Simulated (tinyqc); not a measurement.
What the excited states change: donors on two lattice sites with valley-orbit split states.

Each donor binds at most one electron, in any of its states. For a site s, W_s = sum over its states of g exp(E/kT), and the ionised share is 1/(1 + W_s exp(eta)), eta = (EF - Ec)/kT; n = Nc F_1/2(eta); neutrality n + NA = ND x (mean ionised share, the two sites in equal numbers); holes are neglected. Nc from N = 2 (m kB T/(4 pi c))^(3/2) with c = hbar^2/2m0, in 1/angstrom^3; times 1e24 for 1/cm^3, m = md. F_j(eta) = (1/Gamma(j + 1)) integral_0^infinity x^j dx/(1 + exp(x - eta)), which tends to exp(eta) for eta << 0.

Constants: hbar^2/2m0 = 3.80998211 eV angstrom^2; kB = 8.617333262e-05 eV/K.

Inputs chosen for the exercise (near those of nitrogen in 4H-SiC; the results hold for these values, not for the real material): md = 0.808 m0 (density-of-states mass of the conduction band); E = (59.7, 51.4, 121.8, 80.3) meV (binding energies of h ground, h excited, k ground, k excited); g = (2, 4, 2, 4) (their degeneracies with spin); ND = 3.8e+16 1/cm^3 (donors, half on each site); NA = 0 1/cm^3 (compensating acceptors, all ionised).

The last columns keep only the ground state of each site (g = 2).

Results:

| T (K) | effective degeneracy, h site | eta | n (1/cm^3) | n, ground states only | ratio |
|---|---|---|---|---|---|
| 40 | 2.36 | -11.01 | 1.47e+13 | 1.59e+13 | 0.921 |
| 60 | 2.80 | -8.52 | 3.24e+14 | 3.83e+14 | 0.846 |
| 80 | 3.20 | -7.40 | 1.54e+15 | 1.93e+15 | 0.800 |
| 110 | 3.67 | -6.64 | 5.29e+15 | 6.76e+15 | 0.782 |
| 150 | 4.10 | -6.34 | 1.14e+16 | 1.36e+16 | 0.832 |
| 200 | 4.47 | -6.30 | 1.82e+16 | 2.01e+16 | 0.904 |
| 250 | 4.72 | -6.32 | 2.49e+16 | 2.69e+16 | 0.926 |
| 300 | 4.90 | -6.41 | 3.01e+16 | 3.20e+16 | 0.940 |
| 400 | 5.14 | -6.69 | 3.50e+16 | 3.62e+16 | 0.969 |
| 500 | 5.30 | -6.98 | 3.66e+16 | 3.73e+16 | 0.983 |

The effective degeneracy grows from 2.36 to 5.30. Excited states hold electrons back, so the ratio is never above 1; it is lowest, 0.782, at 110 K of those listed, and 0.940 at 300 K. At low T the excited states empty out, and at high T more donors are ionised (n is 96 % of ND - NA in the last row), so the effect is largest in between.

Run: tinyqc, `OMP_NUM_THREADS=1 python tinyqc.py 1680008 1680009 out.jsonl`; Intel(R) Xeon(R) Processor @ 2.30GHz, one thread, shared host; about 0.03 s of CPU time with all checks.
